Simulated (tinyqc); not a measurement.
Empirical pseudopotential in a few plane waves, step by step. Computed by tinyqc, a small Python program that keeps every step. Settings: plane-wave index or count = 15. Command: `OMP_NUM_THREADS=1 python tinyqc.py 30508 30509 out.jsonl` (the two numbers bound the seeds that draw the settings). One thread of a shared host (Intel(R) Xeon(R) Processor @ 2.60GHz), about 0.2 s of CPU time with the checks.

## Bloch Hamiltonian at k

Parameters chosen for this model: fcc lattice, atoms at +/- a/8 (1,1,1); form factors in rydberg at |G|^2 in units of (2 pi/a)^2:
```
parameter                 value      unit
a                      6.070000  angstrom
VS(3)                 -0.203000        Ry
VS(8)                  0.012000        Ry
VS(11)                 0.039000        Ry
VA(3)                         0        Ry
VA(4)                         0        Ry
VA(11)                        0        Ry
hbar^2/2m (2 pi/a)^2   4.082303        eV
```

k point k (2 pi / a): [0.190000, -0.200000, -0.160000]

Basis: the 15 shortest G (labels in 2 pi/a), the same at every k. H(G,G') = c |k + G|^2 delta + VS(|G-G'|^2) cos((G-G').tau) + i VA sin((G-G').tau), tau = a/8 (1,1,1); 1 Ry = 13.605693 eV.

H(k) at k (eV), order +0+0+0, -1-1-1, -1-1+1, -1+1-1, -1+1+1, +1-1-1, +1-1+1, +1+1-1, +1+1+1, -2+0+0, +0-2+0, +0+0-2, +0+0+2, +0+2+0, +2+0+0:
```
[[0.415170, 1.952998, -1.952998, -1.952998, -1.952998, -1.952998, -1.952998, -1.952998, 1.952998, 0.000000, 0.000000, 0.000000, 0.000000, 0.000000, 0.000000],
 [1.952998, 14.050064, 0.000000, 0.000000, -0.163268, 0.000000, -0.163268, -0.163268, 0.000000, -1.952998, -1.952998, -1.952998, -0.375206, -0.375206, -0.375206],
 [-1.952998, 0.000000, 11.437389, 0.163268, 0.000000, 0.163268, 0.000000, 0.000000, -0.163268, -1.952998, -1.952998, 0.375206, 1.952998, -0.375206, -0.375206],
 [-1.952998, 0.000000, 0.163268, 10.784221, 0.000000, 0.163268, 0.000000, 0.000000, -0.163268, -1.952998, 0.375206, -1.952998, -0.375206, 1.952998, -0.375206],
 [-1.952998, -0.163268, 0.000000, 0.000000, 8.171547, 0.000000, 0.163268, 0.163268, 0.000000, 1.952998, -0.375206, -0.375206, -1.952998, -1.952998, 0.375206],
 [-1.952998, 0.000000, 0.163268, 0.163268, 0.000000, 17.152614, 0.000000, 0.000000, -0.163268, 0.375206, -1.952998, -1.952998, -0.375206, -0.375206, 1.952998],
 [-1.952998, -0.163268, 0.000000, 0.000000, 0.163268, 0.000000, 14.539940, 0.163268, 0.000000, -0.375206, 1.952998, -0.375206, -1.952998, 0.375206, -1.952998],
 [-1.952998, -0.163268, 0.000000, 0.000000, 0.163268, 0.000000, 0.163268, 13.886771, 0.000000, -0.375206, -0.375206, 1.952998, 0.375206, -1.952998, -1.952998],
 [1.952998, 0.000000, -0.163268, -0.163268, 0.000000, -0.163268, 0.000000, 0.000000, 11.274097, -0.375206, -0.375206, -0.375206, -1.952998, -1.952998, -1.952998],
 [0.000000, -1.952998, -1.952998, -1.952998, 1.952998, 0.375206, -0.375206, -0.375206, -0.375206, 13.641833, 0.163268, 0.163268, -0.163268, -0.163268, 0.000000],
 [0.000000, -1.952998, -1.952998, 0.375206, -0.375206, -1.952998, 1.952998, -0.375206, -0.375206, 0.163268, 20.010227, 0.163268, -0.163268, 0.000000, -0.163268],
 [0.000000, -1.952998, 0.375206, -1.952998, -0.375206, -1.952998, -0.375206, 1.952998, -0.375206, 0.163268, 0.163268, 19.357058, 0.000000, -0.163268, -0.163268],
 [0.000000, -0.375206, 1.952998, -0.375206, -1.952998, -0.375206, -1.952998, 0.375206, -1.952998, -0.163268, -0.163268, 0.000000, 14.131710, 0.163268, 0.163268],
 [0.000000, -0.375206, -0.375206, 1.952998, -1.952998, -0.375206, 0.375206, -1.952998, -1.952998, -0.163268, 0.000000, -0.163268, 0.163268, 13.478541, 0.163268],
 [0.000000, -0.375206, -0.375206, -0.375206, 0.375206, 1.952998, -1.952998, -1.952998, -1.952998, 0.000000, -0.163268, -0.163268, 0.163268, 0.163268, 19.846934]]
```

## Levels at k

Diagonalise the Hermitian matrix.

eigenvalues (eV): [-1.709841, 6.132788, 8.653762, 8.774001, 10.256671, 12.601414, 12.692466, 13.186339, 15.442408, 15.667922, 16.509069, 18.079443, 21.045698, 21.324567, 23.521410]

## Bands along a path

The same steps at evenly spaced points between the labelled ones.

Bands along the path (eV), lowest eight:
```
k            band 1    band 2    band 3    band 4     band 5     band 6     band 7     band 8
L         -0.051118  2.636312  8.294354  8.294354   9.638757  12.878553  12.878553  15.780796
L-G 0.25  -0.698825  3.530507  8.321184  8.321184   9.710797  12.842855  12.842855  15.989621
L-G 0.50  -1.421491  5.136857  8.551522  8.551522  10.030113  12.848141  12.848141  14.170582
L-G 0.75  -1.898489  7.063351  8.894001  8.894001  10.241389  12.416408  12.416408  12.450074
G         -2.061920  8.996113  9.088972  9.088972   9.088972  12.083642  12.083642  12.083642
G-X 0.25  -1.843259  6.955712  8.544136  8.544136  11.097638  11.381607  12.967746  12.967746
G-X 0.50  -1.193012  5.004355  7.740677  7.740677  10.520158  11.624139  14.763582  14.763582
G-X 0.75  -0.129592  3.215048  7.231529  7.231529  10.123081  10.536923  16.885421  16.885421
X          1.312897  1.639131  7.143474  7.143474   9.832281  10.316763  19.244317  19.244317
```

With 4 band(s) filled, the highest filled level on these points lies at G and the lowest empty one at G: the bands touch or overlap, so there is no gap. This holds for the small fixed basis; with all plane waves up to |k + G|^2 = 21 (2 pi/a)^2 the gap along the path is 0.43 eV.

## Convergence with the number of plane waves

Levels at G counted from the fourth one.

Levels (eV):
```
plane waves     level 1   level 5   level 8
9            -14.145562  0.000000  0.653073
15           -11.150891         0  2.994670
27           -10.720057  0.345154  2.726592
51           -10.661724  0.455094  2.849600
59           -10.662657  0.481797  2.747223
65           -10.668562  0.481797  2.735698
89           -10.657924  0.475930  2.743574
```
